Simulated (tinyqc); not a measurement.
All approximations against the coupling: Froehlich polaron in a polar crystal. Computed by tinyqc, a small Python program. Command: `OMP_NUM_THREADS=1 python tinyqc.py 3022788 3022789 out.jsonl frohlich walk`. One thread of a shared host (Intel(R) Xeon(R) Processor @ 2.30GHz), about 0.06 s of CPU time with the checks.

One electron in a parabolic band of mass m*, coupled to dispersionless LO phonons in the continuum model. Energies are in units of hbar omega unless marked, wave numbers in k_0 = sqrt(2 m* omega/hbar).

Inputs (values chosen for the exercise, modelled on aluminium nitride):

| quantity | value | unit |
|---|---|---|
| band mass m* | 0.314 | m_0 |
| LO phonon energy hbar omega | 112 | meV |
| eps_inf | 4.59 | - |
| static dielectric constant eps_s | 8.6 | - |
| electron wave number k/k_0 | 0.56 | - |

Constants: hbar^2/(2 m_0) = 3.80998212 eV angstrom^2; e^2/(4 pi eps_0) = 14.39964548 eV angstrom.

Method:
- 1/eps* = 1/eps_inf - 1/eps_s; k_0 = sqrt(2 m* omega/hbar) = sqrt(m* hbar omega / (hbar^2/(2 m_0))) with m* in m_0; alpha = (e^2/(4 pi eps_0)) k_0/(2 eps* hbar omega); polaron length 1/k_0.
- Feynman's bound: E(v, w) = 3 (v - w)^2/(4 v) - (alpha v/sqrt(pi)) int_0^infinity e^-u D(u)^(-1/2) du, D = w^2 u + ((v^2 - w^2)/v)(1 - e^(-v u)); integrals by 80 Gauss-Legendre points in s from 0 to 1 with u = 40 s^2.
- Minimise over v > w > 0 (simplex search); mass m_p/m* = 1 + (alpha v^3/(3 sqrt(pi))) int u^2 e^-u D^(-3/2) du.
- Other columns: second order -alpha; Landau-Pekar Gaussian -alpha^2/(3 pi); Lee-Low-Pines mass 1 + alpha/6. The polaron energy in meV uses the given hbar omega.

coupling constant alpha = 0.627407

Energies (hbar omega) and masses (m*):

| alpha | second order | Gaussian | Feynman | Feynman (meV) | mass, LLP | mass, Feynman | v | w |
|---|---|---|---|---|---|---|---|---|
| 0.16 | -0.16 | -0.0027162 | -0.16032 | -17.956 | 1.0267 | 1.027 | 3.02 | 2.98 |
| 0.31 | -0.31 | -0.010197 | -0.31121 | -34.855 | 1.0517 | 1.054 | 3.03 | 2.96 |
| 0.63 | -0.63 | -0.042112 | -0.63507 | -71.127 | 1.105 | 1.116 | 3.07 | 2.92 |
| 1 | -1 | -0.10610 | -1.0130 | -113.46 | 1.1667 | 1.196 | 3.11 | 2.87 |
| 3.6 | -3.6 | -1.3751 | -3.8010 | -425.71 | 1.6 | 2.256 | 3.56 | 2.45 |
| 6.6 | -6.6 | -4.6219 | -7.5328 | -843.67 | 2.1 | 10.51 | 5.28 | 1.71 |
| 9.6 | -9.6 | -9.7785 | -12.663 | -1418.2 | 2.6 | 89.78 | 11.4 | 1.23 |
| 13 | -13 | -17.931 | -20.791 | -2328.6 | 3.1667 | 412.8 | 22.2 | 1.11 |

All three energies are upper bounds (-alpha through the Lee-Low-Pines state), and the Feynman value is the lowest in every row. It lies within 5 % of -alpha up to alpha = 1; at alpha = 13 it is 1.16 times the Gaussian value, whose alpha^2 law it approaches with a constant shift of about -3 ln 2 - 3/4 = -2.83 (here -2.86). The mass stays within 10 % of 1 + alpha/6 up to alpha = 1 and reaches 413 m* in the last row; w falls from 2.98 towards 1 while v grows to 22.2.

Extremes, crossings and ranges named in words are read from the listed rows.
